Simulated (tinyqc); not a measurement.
# Carrier lifetime from Shockley-Read-Hall, radiative, Auger and surface recombination, step by step

A worked calculation. Computed by tinyqc, a small Python program that keeps every step. Command: `OMP_NUM_THREADS=1 python tinyqc.py 3010763 3010764 out.jsonl lifetime walk`. One thread of a shared host (Intel(R) Xeon(R) Processor @ 2.30GHz), about 0.02 s of CPU time with the checks. Intermediate numbers are printed to about 5 digits and carried at full precision; extremes and crossings named in words are read from the listed rows.

Energies are counted from the top of the valence band. Boltzmann statistics, full ionisation, and equal excess densities of electrons and holes.

Inputs (values chosen for the exercise, for a model semiconductor):

| quantity | value | unit |
|---|---|---|
| gap E_g | 2.83 | eV |
| electron mass m_e | 0.218 | m_0 |
| valleys M_c | 1 | - |
| hole mass m_h | 0.97 | m_0 |
| temperature T | 350 | K |
| doping N | 1.2e+16 | cm^-3 |
| trap level E_t | 1.82 | eV |
| trap density N_t | 6.3e+11 | cm^-3 |
| electron cross-section sigma_n | 2.5e-16 | cm^2 |
| hole cross-section sigma_p | 1.4e-14 | cm^2 |
| radiative coefficient B | 3.2e-10 | cm^3/s |
| Auger coefficient C_n | 2.4e-31 | cm^6/s |
| Auger coefficient C_p | 4e-30 | cm^6/s |
| excess density dn | 1e+17 | cm^-3 |
| generation rate G | 6.8e+22 | cm^-3 s^-1 |
| diffusion coefficient D | 10 | cm^2/s |
| surface velocity S | 1000 | cm/s |
| thickness W | 57 | micrometre |

Doping: n-type. Surface term: two equal surfaces.

Constants: m_0 = 9.1093837015e-31 kg; k_B = 1.380649e-23 J/K; h = 6.62607015e-34 J s; k_B = 8.617333262e-05 eV/K.

## Equilibrium densities

N_c = 2 M_c (2 pi m_e k_B T/h^2)^(3/2) and N_v = 2 (2 pi m_h k_B T/h^2)^(3/2), masses in units of m_0. n_i = sqrt(N_c N_v) exp(-E_g/2 k_B T); majority density N/2 + sqrt(N^2/4 + n_i^2), minority density n_i^2 over it.

N_c = 3.2187e+18 cm^-3

N_v = 3.0210e+19 cm^-3

n_i = 0.041573 cm^-3

n_0 = 1.20e+16 cm^-3

p_0 = 1.4403e-19 cm^-3

## Capture times and SRH densities

v = sqrt(3 k_B T/m) with m_e or m_h; tau_n0 = 1/(sigma_n v_n N_t), tau_p0 = 1/(sigma_p v_p N_t); n1 = N_c exp(-(E_g - E_t)/k_B T), p1 = N_v exp(-E_t/k_B T).

v_n = 2.7019e+07 cm/s

v_p = 1.2809e+07 cm/s

tau_n0 = 2.3499e-04 s

tau_p0 = 8.8517e-06 s

n1 = 9211.2 cm^-3

p1 = 1.8763e-07 cm^-3

n1 and p1 are both far below the doping: the level acts as a deep recombination centre.

## Surface lifetime

The slowest diffusion mode has x tan x = S W/(2 D) with 0 < x < pi/2 (bisection), and tau_s = W^2/(4 x^2 D). The common approximation is W/(2 S) + W^2/(pi^2 D).

x = 0.50978

tau_s = 3.1256e-06 s

approximate tau_s = 3.1792e-06 s

The approximation is off by 1.7 %. Surface and diffusion both limit.

## Lifetimes at the given injection

With n = n_0 + dn, p = p_0 + dn and U/dn = 1/tau: (n p - n_i^2)/dn = n_0 + p_0 + dn = s; 1/tau_SRH = s/[tau_p0 (n + n1) + tau_n0 (p + p1)]; 1/tau_rad = B s; 1/tau_Aug = (C_n n + C_p p) s; the rates add, with 1/tau_s. Radiative efficiency = tau_eff/tau_rad; effective diffusion length = sqrt(D tau_eff).

tau_SRH at dn = 2.1867e-04 s

tau_rad at dn = 2.7902e-08 s

tau_Aug at dn = 2.0916e-05 s

effective lifetime at dn = 2.7615e-08 s

radiative efficiency at dn = 0.98972

effective diffusion length at dn = 5.2550 micrometre

Radiative recombination carries 99 % of the rate; dn/N = 8.3 is intermediate injection. Caution: beyond low injection D should be the ambipolar coefficient.

## Steady state under generation

dn solves dn/tau_eff(dn) = G (60 bisections in ln dn between 1e-2 and 1e22 cm^-3); the splitting of the quasi-Fermi levels is k_B T ln(n p/n_i^2).

steady excess density = 9.4519e+15 cm^-3

lifetime in the steady state = 1.3900e-07 s

quasi-Fermi splitting under G = 2.4355 eV

The splitting, an upper bound for e V_oc, is 86 % of the gap.

## Lifetime against injection

Rows stop below half the smaller effective density of states.

Lifetimes (s):

| dn (cm^-3) | SRH | radiative | Auger | effective | radiative efficiency | fastest channel |
|---|---|---|---|---|---|---|
| 1.00e+10 | 8.8519e-06 | 2.6042e-07 | 2.8935e-02 | 2.3403e-07 | 0.89868 | radiative |
| 1.00e+11 | 8.8536e-06 | 2.6041e-07 | 2.8931e-02 | 2.3403e-07 | 0.89868 | radiative |
| 1.00e+12 | 8.8713e-06 | 2.6039e-07 | 2.8890e-02 | 2.3403e-07 | 0.89874 | radiative |
| 1.00e+13 | 9.0473e-06 | 2.6020e-07 | 2.8492e-02 | 2.3399e-07 | 0.89927 | radiative |
| 1.00e+14 | 1.0794e-05 | 2.5826e-07 | 2.5014e-02 | 2.3339e-07 | 0.90370 | radiative |
| 1.00e+15 | 2.6928e-05 | 2.4038e-07 | 1.0804e-02 | 2.2138e-07 | 0.92093 | radiative |
| 1.00e+16 | 1.1567e-04 | 1.4205e-07 | 1.0039e-03 | 1.3569e-07 | 0.95528 | radiative |
| 1.00e+17 | 2.1867e-04 | 2.7902e-08 | 2.0916e-05 | 2.7615e-08 | 0.98972 | radiative |
| 1.00e+18 | 2.4106e-04 | 3.0879e-09 | 2.3289e-07 | 3.0445e-09 | 0.98594 | radiative |

tau_SRH goes from 8.85e-6 s at low injection (the minority capture time, 8.85e-6 s) to 2.41e-4 s in the last row; at high injection it tends to tau_n0 + tau_p0 = 2.44e-4 s. Ruling channel by row: radiative from 1e10 cm^-3. The radiative efficiency peaks at 0.990 near 1e17 cm^-3, below which non-radiative terms of first order take a larger share and above which Auger recombination does.

## Where in the gap a trap does harm

Low injection: tau = [tau_p0 (n_0 + n1) + tau_n0 (p_0 + p1)]/(n_0 + p_0). Depleted region (n = p = 0): generation lifetime tau_g = (tau_p0 n1 + tau_n0 p1)/n_i. n1 = N_c exp(-(E_g - E_t)/k_B T), p1 = N_v exp(-E_t/k_B T).

The same trap at other energies:

| E_t (eV) | SRH lifetime (s) | generation lifetime (s) |
|---|---|---|
| 0.170 | 0.0021181 | 6.0884e+14 |
| 0.424 | 0.0000093 | 1.3399e+11 |
| 0.708 | 0.0000089 | 1.0905e+07 |
| 0.990 | 0.0000089 | 9.4847e+02 |
| 1.274 | 0.0000089 | 7.7197e-02 |
| 1.415 | 0.0000089 | 7.2282e-04 |
| 1.557 | 0.0000089 | 3.2675e-04 |
| 1.840 | 0.0000089 | 3.8064e+00 |
| 2.122 | 0.0000089 | 4.3766e+04 |
| 2.406 | 0.0000089 | 5.3773e+08 |
| 2.660 | 0.0000173 | 2.4434e+12 |

The SRH lifetime (other channels left aside) stays within 10 % of its least value, among these rows, from E_t = 0.424 to 2.406 eV. The generation lifetime has a sharp minimum, among these rows at 1.557 eV and exactly at 1.498 eV, where tau_p0 n1 = tau_n0 p1, since generation needs two thermal jumps and the larger one rules.

Checks made by the program: n1 p1 = n_i^2 (relative difference below 1e-10); x tan x at the root (relative difference below 1e-10).
